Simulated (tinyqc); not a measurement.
Both saturation currents from two open-circuit voltages.

Problem. Without shunt, at open circuit JL = J01 (exp(Voc/Vt) - 1) + J02 (exp(Voc/(2 Vt)) - 1). Find J01, J02 and the mean ideality (Voc2 - Voc1)/(Vt ln(JL2/JL1)).

Values chosen for this exercise: temperature T = 300 K.

Constants: q = 1.602176634e-19 C, kB = 1.380649e-23 J/K, Vt = kB T/q. Results are converted to the units shown.

photocurrents (mA/cm^2): [40.6, 2.03]
Voc (V): [0.63725802, 0.55522621]

Answer. The relation is linear in J01 and J02, so two light levels give two equations; series resistance plays no part at open circuit.

J01 = 7.600e-13 A/cm^2
J02 = 9.000e-9 A/cm^2
mean ideality = 1.059

tinyqc, about 0.01 s, one thread, Intel Xeon 2.30GHz (shared host): `OMP_NUM_THREADS=1 python tinyqc.py 2280037 2280038 out.jsonl`
